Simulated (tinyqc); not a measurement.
Worked calculation: UHF in the sto-3g basis, for H3+, spin multiplicity 1. One step of it, computed by the program tinyqc.

Question. Orthogonalisation. S = U s U^T; canonical form X = U s^(-1/2), so that X^T S X = 1. Each column of U has its largest component positive (the first on a tie).

overlap S, lower triangle:
```
,1H 1s,2H 1s,3H 1s
1H 1s,1.000000
2H 1s,0.412745,1.000000
3H 1s,0.392774,0.082808,1.000000
```

Give: eigenvalues of S; X.

Answer.

eigenvalues of S: 0.470  0.917  1.613

X:
```
,1,2,3
1H 1s,1.068,-0.008,0.536
2H 1s,-0.726,-0.719,0.415
3H 1s,-0.678,0.757,0.400
```
